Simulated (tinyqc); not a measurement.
Speciation in dilute and buffered hydrofluoric acid, oxide etch rate and bath loading: one step, computed by the program tinyqc.

Concentrations stand for activities, NH4+ and Cl- are spectators, and water ionisation is neglected. H, F and HF2 denote the ions H+, F- and HF2-. The base temperature is 298 K.

Task: Etch rate. Rate = k_a ([HF] + 2 [H2F2]) + k_b [HF2], an empirical two-term form. Time = oxide/rate; a temperature error changes the rate by exp((E_a/k_B)(1/298 - 1/(298 + error))) - 1.

Inputs (values chosen for the exercise, of the order of those for thermal oxide at room temperature):
```
quantity                         value            unit
NH4F added                        0.51           mol/L
HCl added                            0           mol/L
rate constant of neutral HF k_a     16  nm L/(min mol)
rate constant of HF2 k_b            48  nm L/(min mol)
activation energy                 0.42              eV
temperature error                  2.9               K
oxide removed per wafer            180              nm
```

[HF] = 0.9048631 mol/L

[H2F2] = 0 mol/L

[HF2] = 0.3900897 mol/L

Constants: k_B = 8.617333262e-05 eV/K.

Give: etch rate; share of HF2 in the rate; etch time; rate change from the temperature error.

Result:

etch rate = 33.20 nm/min

share of HF2 in the rate = 56.39 %

etch time = 325.3 s

rate change from the temperature error = 17.07 %

Caution: at ionic strengths above about 0.5 mol/L activities differ much from concentrations, so pH and rates are only indicative.
